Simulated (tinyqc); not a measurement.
# Ion implantation: universal nuclear stopping, Lindhard-Scharff electronic stopping and a Gaussian range profile, step by step

A worked calculation. Computed by tinyqc, a small Python program that keeps every step. Command: `OMP_NUM_THREADS=1 python tinyqc.py 3025405 3025406 out.jsonl implant walk`. One thread of a shared host (Intel(R) Xeon(R) Processor @ 2.30GHz), about 0.08 s of CPU time with the checks. Intermediate numbers are printed to about 5 digits and carried at full precision; extremes and crossings named in words are read from the listed rows.

An ion slows by elastic collisions with screened nuclei and by friction with electrons; channelling is ignored and the target is uniform.

Inputs (values chosen for the exercise, modelled on oxygen ions in aluminium):
```
quantity                                 value     unit
ion atomic number Z1                         8        -
ion mass M1                                 16        u
target atomic number Z2                     13        -
target mass M2                           26.98        u
target density N                          60.2   1/nm^3
ion energy E                               9.9      keV
scale factor of electronic stopping k      1.1        -
dose Q                                 5.1e+13   1/cm^2
background C_B                         2.3e+16   1/cm^3
displacement energy E_d                     25       eV
tilt angle                                  30  degrees
screen thickness d                         2.8       nm
```

Follow-up: tilt and screen oxide.

## Stopping at the entry energy

Reduced energy eps = 32.53 M2 E/(Z1 Z2 (M1 + M2)(Z1^0.23 + Z2^0.23)), E in keV; s_n = ln(1 + 1.1383 eps)/(2 (eps + 0.01321 eps^0.21226 + 0.19593 eps^0.5)) for eps up to 30 and ln(eps)/(2 eps) above; S_n = 8.462 Z1 Z2 M1 s_n/((M1 + M2)(Z1^0.23 + Z2^0.23)) in 1e-15 eV cm^2. S_e = k 3.83 Z1^(7/6) Z2/(Z1^(2/3) + Z2^(2/3))^(3/2) sqrt(E/M1) in 1e-15 eV cm^2, E in keV. dE/dx = N (S_n + S_e); 1e-15 eV cm^2 = 0.1 eV nm^2.

reduced energy eps = 0.56885

s_n = 0.34275

S_n = 32.860 x 1e-15 eV cm^2

S_e = 16.571 x 1e-15 eV cm^2

energy loss dE/dx = 297.57 eV/nm

Nuclear stopping carries 66 % of the loss at entry.

## Range and straggle

Path length R = int_0^E dE'/(N (S_n + S_e)); energy lost to nuclei nu = int_0^E S_n/(S_n + S_e) dE' (both with E' = E y^3 and 64 Gauss-Legendre points in y). Estimates of Lindhard type: R_p = R/(1 + M2/(3 M1)), straggle dR_p = (2/3) R_p sqrt(M1 M2)/(M1 + M2).

path length R = 41.905 nm

projected range R_p = 26.826 nm

straggle dR_p = 8.6454 nm

energy lost to nuclei nu = 7.4314 keV

75 % of the energy goes to nuclei over the whole path.

## Gaussian profile

C(x) = C_p exp(-(x - R_p)^2/(2 dR_p^2)) with C_p = Q/(sqrt(2 pi) dR_p), 1 nm = 1e-7 cm; the profile falls to the background at x_j = R_p + dR_p sqrt(2 ln(C_p/C_B)); the peak atomic fraction is C_p/N.

peak concentration C_p = 2.3534e+19 1/cm^3

Depth x_j where C falls to C_B = 59.014 nm

peak atomic fraction = 3.9093e-04

## Damage

Kinchin-Pease count with efficiency 0.8: N_d = 0.8 nu/(2 E_d), taking all of nu as damage energy (an upper estimate, as recoils also lose energy to electrons). Spread over a depth R_p + dR_p, displacements per atom = Q N_d/(N (R_p + dR_p)).

displacements per ion N_d = 118.90

displacements per atom = 0.028398

One displacement per atom would need a dose of 1.8e15 per cm^2 if no defects annealed.

## Tilt and screen

Depths scale with cos(tilt): R_p cos and dR_p cos (lateral straggle ignored); the screen stops like the target. Fraction in the substrate = (1/2) erfc((d - R_p cos)/(sqrt2 dR_p cos)); peak depth below the screen = R_p cos - d.

fraction in the substrate = 0.99682

peak depth below the screen = 20.432 nm

0.32 % of the dose does not reach the substrate.

## Nuclear against electronic stopping over energy

The formulas are those given above.

Stopping (1e-15 eV cm^2) and range:
```
E (keV)         eps     S_n     S_e  R (nm)     nu/E
1        5.7459e-02  27.207    5.27    8.51  0.86010
2        1.1492e-01  31.068    7.45   13.15  0.84078
5        2.8730e-01  33.701   11.78   24.86  0.79935
10       5.7459e-01  32.827   16.65   42.24  0.74979
20       1.1492e+00  29.206   23.55   74.62  0.67739
50       2.8730e+00  21.601   37.24  163.87  0.54012
100      5.7459e+00  15.533   52.67  294.77  0.41385
200      1.1492e+01  10.411   74.48  512.00  0.28975
500      2.8730e+01   5.657  117.76  990.97  0.15992
```

Nuclear stopping peaks near 5 keV among these rows (eps = 0.29; the universal curve peaks near 0.3). Electronic stopping overtakes it between 20 and 50 keV. The path length grows as E^0.63 at the low end and E^0.72 at the high end; constant stopping would give E^1, and stopping that rises with E, be it nuclear (below its peak) or electronic, gives a lower exponent.

Checks made by the program: range against adaptive quadrature (relative difference 3e-06).
